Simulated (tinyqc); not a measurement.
From one set of inputs to another, one input at a time: microkinetic model of low-temperature epitaxy from hydride gases: adsorption, hydrogen desorption and rate control. Computed by tinyqc, a small Python program. Command: `OMP_NUM_THREADS=1 python tinyqc.py 3031813 3031814 out.jsonl hepi ladder`. One thread of a shared host (Intel(R) Xeon(R) Processor @ 2.30GHz), about 0.03 s of CPU time with the checks.

Each hydride molecule needs two free sites and leaves four hydrogen atoms, of which two leave at once as H2; theta is the hydrogen coverage, the site density is 6.78 per nm^2 and one layer is 1.358 angstrom thick.

The inputs printed are set A. Inputs not listed in the table keep their values of set A, so the rows need not describe a real material.

Inputs (values chosen for the exercise, close to those used for silane on Si(001)):
```
quantity                            value  unit
silane pressure p_S                 0.013    Pa
sticking prefactor of silane s0     0.055     -
adsorption barrier E_s               0.21    eV
desorption prefactor nu_d         4.2e+11   1/s
desorption energy on silicon E_d     2.12    eV
hydrogen carrier pressure p_H           0    Pa
sticking of hydrogen s_H          1.3e-08     -
temperature T                         580     C
```

Film: silicon. Order of hydrogen desorption: first.

Constants: k_B = 8.617333262e-05 eV/K; u = 1.6605390666e-27 kg; k_B = 1.380649e-23 J/K.

Method:
- Flux per site F = p/(sqrt(2 pi M k_B T) x 6.78e18 per m^2), M = 32.12 u (silane), 2.016 u (hydrogen); s = s0 exp(-E_s/(k_B T)); k_S = s F_S = k; k_H = s_H F_H; k_d = nu_d exp(-E_d/(k_B T)).
- Temperatures in kelvin are T(C) + 273.15.
- With k the hydride and k_H the hydrogen adsorption rate on free pairs and k_d the desorption rate, steady state: 2 (k + k_H)(1 - theta)^2 = k_d theta; growth rate R = k (1 - theta)^2 layers/s; 1 layer/s = 8.148 nm/min.
- With c = 2 (k + k_H)/k_d the free share is 1 - theta = 2/(1 + sqrt(1 + 4c)).
- X_i = d ln R/d ln k_i at fixed other constants. With f = 1 - theta and a = 2/f + 1/theta: d ln f/d ln k_d = 1/(a f), so X_d = 2/(a f), X_k = 1 - X_d k/(k + k_H), X_H = -X_d k_H/(k + k_H); they sum to 1.

Each row keeps all changes above it:
```
input moved                                                                         from           to  growth rate G (nm/min)  hydrogen coverage theta  X_d (desorption)
set A                                                                                  -            -                    0.23                   0.4551            0.6256
silane pressure p_S (Pa)                                                           0.013          1.2                    0.47                   0.9194            0.9580
desorption prefactor nu_d (1/s) and desorption energy on silicon E_d (eV)  4.2e+11, 2.12  7e+12, 1.97                   26.22                   0.3989            0.5703
temperature T (C)                                                                    580          550                   13.58                   0.5484            0.7083
sticking prefactor of silane s0 and adsorption barrier E_s (eV)              0.055, 0.21   0.16, 0.24                   15.97                   0.6452            0.7843
```

Which inputs carry the difference?

Growth rate G goes from 0.233 to 16.0, a factor 68.4 in all. The largest single move comes from desorption prefactor nu_d with desorption energy on silicon E_d (a factor 55.6), and temperature T works against it (a factor 0.518). Hydrogen coverage theta goes from 0.455 to 0.645, a factor 1.42 in all. The largest single move comes from desorption prefactor nu_d with desorption energy on silicon E_d (a factor 0.434), but it runs against the net change; the largest move in the direction of the net change is silane pressure p_S (a factor 2.02). X_d (desorption) goes from 0.626 to 0.784, a factor 1.25 in all. The largest single move comes from desorption prefactor nu_d with desorption energy on silicon E_d (a factor 0.595), but it runs against the net change; the largest move in the direction of the net change is silane pressure p_S (a factor 1.53). The single moves hold for this order of the switches; the total does not depend on the order.

Extremes, crossings and ranges named in words are read from the listed rows.
